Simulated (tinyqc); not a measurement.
## Mobility and threshold from two currents

Inverse problem. In the linear region I = mu Cox (W/L) [(Vgs - VT) Vds - m Vds^2/2], Cox = eps0 eox/tox. Find mu and VT.

Values chosen for this exercise:
```
symbol,value,unit,meaning
eox,22.5,,relative permittivity of the gate insulator
tox,98,nm,insulator thickness
W,10,um,gate width
L,0.5,um,gate length
```

Constants: eps0 = 8.8541878128e-14 F/cm where lengths are in cm. Results are converted to the units shown.

I at Vgs = 1.62 and 2.12 V, Vds = 0.05 V (uA): [47.235810, 111.27056]
m = 1.2315944

Answer. The slope dI/dVgs is mu Cox (W/L) Vds; the line meets zero current at VT + m Vds/2.

mu = 630 cm^2/(V s)
VT = 1.22 V

Computed by the program tinyqc: `OMP_NUM_THREADS=1 python tinyqc.py 2360011 2360012 out.jsonl`, one thread of a shared Intel Xeon 2.30GHz, about 0.03 s for the whole run.
